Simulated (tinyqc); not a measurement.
One band or two: type-II superlattice in the two-band Kane model.

Motion along the axis, period d = a + b, c = hbar^2/2m0. Conduction and light-hole bands couple: (E - Ec)(E - Ev) = Ep c k^2 in each layer, with mass m(E) = (E - Ev)/Ep, which may be negative. The conduction envelope psi and psi'/m(E) are continuous; a layer carries them by [[cos kt, (m/k) sin kt], [-(k/m) sin kt, cos kt]] (cosh and sinh for k^2 < 0), and cos(q d) = tr(M_B M_A)/2. C1 is the first miniband above EvB, with its bottom at tr/2 = +1 and its top at -1; the gap is the bottom of C1 less the top heavy-hole level HH1.

Heavy holes are uncoupled: with e = EvB - E, p = sqrt(mhB e/c), w = sqrt(mhA (EvB - EvA - e)/c), the top level HH1 at q = 0 solves (p/mhB) tan(p b/2) = (w/mhA) tanh(w a/2).

Constants: hbar^2/2m0 = 3.80998211 eV angstrom^2.

Parameters, chosen for this exercise (near those of an InAs/GaSb superlattice; not measured data):
- a = 25 angstrom (layer A)
- b = 46 angstrom (layer B)
- EcA = 0 eV (conduction edge of A)
- EvA = -0.424 eV (valence edge of A)
- EcB = 0.929 eV (conduction edge of B)
- EvB = 0.105 eV (valence edge of B)
- EpA = 14.4 eV (coupling energy in A)
- EpB = 17.7 eV (coupling energy in B)
- mhA = 0.33 m0 (heavy hole in A)
- mhB = 0.28 m0 (heavy hole in B)

Bottom of C1. One band: (k/mA) tan(k a/2) = (kappa/mB) tanh(kappa b/2) with the edge masses (Ec - Ev)/Ep and barrier EcB - EcA. Second row: mA replaced by m(E). The last column is measured against two bands.

Results:
```
model                  C1 (eV)  gap (meV)  error (meV)
one band, edge masses   0.4104      346.4        -13.3
m(E) in A only          0.3672      303.2        -56.5
two bands               0.4237      359.7          0.0
```

mA = 0.0294 m0
mB = 0.0466 m0

With edge masses C1 errs by -13 meV, 4 % of the gap. The heavier m(E) in A changes it by -43 meV; the treatment of B changes it by +56 meV, since C1 lies 319 meV above the valence edge of B, where its mass is 0.0180 instead of 0.0466.

Run: tinyqc, `OMP_NUM_THREADS=1 python tinyqc.py 1250125 1250126 out.jsonl`; Intel(R) Xeon(R) Processor @ 2.30GHz, one thread, shared host; about 0.04 s of CPU time with all checks.
